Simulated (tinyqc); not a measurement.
What each parameter does: quantum well in an electric field by finite differences.

Finite differences on points z_i at the centres of cells of width h: H_ii = (c/h^2)(1/m_(i-1/2) + 1/m_(i+1/2)) + V_i, H_(i,i+1) = -(c/h^2)/m_(i+1/2), where m_(i+1/2) is the mean of the masses at the two points (the end values are repeated outwards), psi = 0 on the points beyond both ends, c = hbar^2/2m0. The field adds e F (z - z0) with z0 the middle of the structure; 1 kV/cm = 1e-5 eV/angstrom.

Constants: hbar^2/2m0 = 3.80998211 eV angstrom^2.

Parameters, chosen for this exercise (near those of a GaAs well in AlGaAs; the results hold for these values, not for the real material): Lw = 64 angstrom (well width); Lb = 48 angstrom (each outer barrier); V0 = 0.227 eV (barrier height); mw = 0.0681 m0 (mass in the well); mb = 0.0902 m0 (mass in the barriers); F = 23 kV/cm (field along z); hf = 1 angstrom (cell width of the fine grid).

Three layers: barrier, well, barrier; fine grid. The Stark shift is E1(F) - E1(0).

One parameter was then changed.

Results before and after:
```
case,E1 (eV),E2 - E1 (meV),Stark shift (meV),<z - z0> (angstrom)
base,0.0543,147.7,-0.13,-1.14
changed,0.0517,138.5,-0.13,-1.15
```

Which of these changes was made? (a) mw = 0.0783 m0; (b) Lb = 64 angstrom; (c) Lw = 48 angstrom; (d) V0 = 0.182 eV; (e) F = 11.5 kV/cm; (f) mb = 0.1082 m0.

Answer: (a) mw = 0.0783 m0. Of the candidates, run in turn, only this one gives the changed row.

All candidates:
```
case,E1 (eV),E2 - E1 (meV),Stark shift (meV),<z - z0> (angstrom)
base,0.0543,147.7,-0.13,-1.14
Lw = 48 angstrom,0.0763,183.6,-0.08,-0.71
Lb = 64 angstrom,0.0542,144.4,-0.14,-1.18
V0 = 0.182 eV,0.0499,133.0,-0.16,-1.40
mw = 0.0783 m0,0.0517,138.5,-0.13,-1.15
mb = 0.1082 m0,0.0515,146.1,-0.13,-1.14
F = 11.5 kV/cm,0.0544,147.7,-0.03,-0.57
```

Run: tinyqc, `OMP_NUM_THREADS=1 python tinyqc.py 1252226 1252227 out.jsonl`; Intel(R) Xeon(R) Processor @ 2.30GHz, one thread, shared host; about 0.02 s of CPU time with all checks.
